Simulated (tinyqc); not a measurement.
Polycrystal bounds against single-crystal directions: anisotropic elasticity and sound waves of a cubic crystal. Computed by tinyqc, a small Python program. Command: `OMP_NUM_THREADS=1 python tinyqc.py 3009684 3009685 out.jsonl cubicelastic walk`. One thread of a shared host (Intel(R) Xeon(R) Processor @ 2.30GHz), about 0.01 s of CPU time with the checks.

Voigt order 1..6 = xx, yy, zz, yz, xz, xy, with engineering shear strains. The rotated frame has x' as named, z' along the wafer normal and y' = z' x x'.

Inputs (values chosen for the exercise, modelled on tungsten): C11 = 517.1 GPa; C12 = 203.9 GPa; C44 = 160.7 GPa.

Frame: (111) wafer, x' along [1-10].

Method. S11 = (C11 + C12)/D, S12 = -C12/D, D = (C11 - C12)(C11 + 2 C12), S44 = 1/C44. Zener ratio A = 2 C44/(C11 - C12); S0 = S11 - S12 - S44/2; H = 2 C44 + C12 - C11. B = (C11 + 2 C12)/3; Voigt G = (C11 - C12 + 3 C44)/5; Reuss G = 5/(4 (S11 - S12) + 3 S44); Hill is their mean; E = 9BG/(3B + G), nu = (3B - 2G)/(6B + 2G). Along <hkl>, with g = 0, 1/4, 1/3: 1/E = S11 - 2 S0 g; for a film with that normal C33 = C11 + 2 H g and M = [6B - (3B - C33) - (3B - C33)^2/C33]/2.

S11 = 2.48896 1/TPa

S12 = -0.703883 1/TPa

S44 = 6.22278 1/TPa

S0 = 0.0814603 1/TPa

H = 8.2 GPa

Zener ratio A = 1.02618

bulk modulus B = 308.3 GPa

Averages:
```
average  G (GPa)  E (GPa)       nu
Voigt     159.06   407.16  0.27989
Reuss     159.03   407.10  0.27992
Hill      159.05   407.13  0.27991
```

Directions:
```
direction  E (GPa)  biaxial modulus M (GPa)
<100>       401.77                   560.20
<110>       408.46                   566.71
<111>       410.74                   568.85
```

What does the comparison show, and why?

The bounds on G differ by 0.016 %, while E varies by a factor 1.02 with direction; with A above 1 the stiffest axis is <111>. Under a fixed mismatch strain, grains with a <100> normal store the least energy.

Extremes, crossings and ranges named in words are read from the listed rows.
